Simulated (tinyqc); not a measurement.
From results back to parameters: smearing for a one-band metal on the bcc lattice. Five cases, with inputs chosen for the exercise.

Problem. With Gaussian smearing, f = erfc(x)/2, s = exp(-x^2)/(2 sqrt(pi)), x = (E_k - mu)/sigma and free energy F = E - sigma S, small widths give F(sigma) = E0 - D sigma^2/4, where D is the density of states at the Fermi level (both spins, per cell). F at two widths was computed from hidden E0 and D.

Find: D; E0.

Method. D = 4 (F(s1) - F(s2))/(s2^2 - s1^2); E0 = F(s1) + D s1^2/4.

Case 1.

Values chosen: s1 = 0.125 eV; s2 = 0.25 eV.
F(s1) = -2.7650594 eV
F(s2) = -2.7721375 eV

Solution.

D = 0.604 1/eV
E0 = -2.7627 eV

Case 2.

Values chosen: s1 = 0.036 eV; s2 = 0.072 eV.
F(s1) = -0.5868916 eV
F(s2) = -0.5886665 eV

Solution.

D = 1.826 1/eV
E0 = -0.5863 eV

Case 3.

Values chosen: s1 = 0.065 eV; s2 = 0.13 eV.
F(s1) = -1.4464581 eV
F(s2) = -1.4475323 eV

Solution.

D = 0.339 1/eV
E0 = -1.4461 eV

Case 4.

Values chosen: s1 = 0.08 eV; s2 = 0.16 eV.
F(s1) = -1.1616024 eV
F(s2) = -1.1715096 eV

Solution.

D = 2.064 1/eV
E0 = -1.1583 eV

Case 5.

Values chosen: s1 = 0.15 eV; s2 = 0.3 eV.
F(s1) = -2.8010019 eV
F(s2) = -2.8379075 eV

Solution.

D = 2.187 1/eV
E0 = -2.7887 eV

Computed by tinyqc, one run a case: `OMP_NUM_THREADS=1 python tinyqc.py N N+1 out.jsonl` with N = 1650951, 1651064, 1651222, 1651249, 1651294; one thread of a shared Intel(R) Xeon(R) Processor @ 2.30GHz, about 0.2 s a run at most.
